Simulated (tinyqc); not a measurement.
## Trap density from the barrier height

Inverse problem. In a partly depleted grain with all boundary traps filled, 2 N W = Qt and VB = q N W^2/(2 eps0 eps_r). Find Qt, W and the doping at which VB would equal Vt.

Inputs (values chosen for the exercise): temperature T = 250 K; relative permittivity eps_r = 11.7.

Constants: q = 1.602176634e-19 C, kB = 1.380649e-23 J/K, Vt = kB T/q, eps0 = 8.8541878128e-14 F/cm where lengths are in cm. Results are converted to the units shown.

doping = 6.3e17 cm^-3
barrier height = 0.11077773 V

Answer. Eliminating W gives VB = q Qt^2/(8 eps0 eps_r N), which falls as 1/N.

Qt = 1.900e12 cm^-2
W = 15.08 nm
doping for VB = Vt = 3.240e18 cm^-3

Numbers from tinyqc (`OMP_NUM_THREADS=1 python tinyqc.py 2830003 2830004 out.jsonl`; about 0.01 s on one thread of a shared Intel Xeon 2.30GHz).
